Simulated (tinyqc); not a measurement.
Inside a calculation. Method: Hueckel theory of the pi electrons with the omega technique, for the molecule BC(=C)C=CC=CC=N (SMILES; centres numbered as the heavy atoms are written). One step of it, computed by the program tinyqc.

Task: Orbitals, round 2. Diagonalise; E = alpha + x beta with beta < 0, so the largest x are filled first; degenerate levels share their electrons. P = sum n_i c_ri c_si; each orbital has its largest coefficient positive (the first on a tie).

matrix after round 1, lower triangle:
```
           1B         2C        3C        4C         5C        6C         7C        8C
1B  -1.024591
2C   0.650000  -0.005890
3C   0.000000   1.000000  0.030159
4C   0.000000   1.000000  0.000000  0.013748
5C   0.000000   0.000000  0.000000  1.000000  -0.003235
6C   0.000000   0.000000  0.000000  0.000000   1.000000  0.015313
7C   0.000000   0.000000  0.000000  0.000000   0.000000  1.000000  -0.008101
8C   0.000000   0.000000  0.000000  0.000000   0.000000  0.000000   1.000000  0.026913
9N   0.000000   0.000000  0.000000  0.000000   0.000000  0.000000   0.000000  1.000000

          9N
9N  0.385685
```

pi electrons, sum of z_r less the charge = 8

Give: x values; occupations; coefficients; charge and bond-order matrix P.

Result:

x values: 1.9131  1.6201  1.1166  0.4492  -0.2482  -0.7003  -1.1348  -1.6450  -1.9408

occupations: 2.0000  2.0000  2.0000  2.0000  0.0000  0.0000  0.0000  0.0000  0.0000

coefficients:
```
       MO1      MO2      MO3      MO4      MO5      MO6      MO7      MO8
1B  0.0715  -0.1138   0.1207  -0.0795  -0.1206   0.6301   0.5305   0.3976
2C  0.3234  -0.4631   0.3977  -0.1803  -0.1440   0.3144  -0.0899  -0.3796
3C  0.1717  -0.2913   0.3661  -0.4303   0.5174  -0.4304   0.0772   0.2266
4C  0.4023  -0.3877   0.0019   0.4000  -0.4041  -0.1974  -0.3205   0.1371
5C  0.4408  -0.1597  -0.3957   0.3545   0.2499  -0.1734   0.4580   0.1521
6C  0.4424   0.1285  -0.4450  -0.2396   0.3429   0.3183  -0.1977  -0.3868
7C  0.3988   0.3659  -0.0944  -0.4584  -0.3402  -0.0544  -0.2306   0.4902
8C  0.3239   0.4672   0.3388   0.0299  -0.2612  -0.2807   0.4575  -0.4156
9N  0.2120   0.3785   0.4636   0.4711   0.4121   0.2585  -0.3009   0.2047

        MO9
1B  -0.3317
2C   0.4675
3C  -0.2372
4C  -0.4517
5C   0.4154
6C  -0.3532
7C   0.2754
8C  -0.1791
9N   0.0770
```

charge and bond-order matrix P, lower triangle:
```
         1B       2C       3C       4C       5C       6C       7C      8C
1B   0.0780
2C   0.2764   1.0195
3C   0.2477   0.8273   0.8671
4C   0.0827   0.4766   0.0212   0.9443
5C  -0.0525  -0.0096  -0.3504   0.7606   1.0041
6C  -0.0353  -0.1004  -0.0425   0.0631   0.5313   0.9353
7C   0.0239   0.0094   0.2493  -0.3298  -0.0156   0.7505   1.0240
8C   0.0171   0.0355   0.0614  -0.0765  -0.1107   0.0907   0.5088  0.8778
9N  -0.0188  -0.0146  -0.2137   0.2556   0.0331  -0.3534  -0.0733  0.8334

        9N
9N  1.2501
```
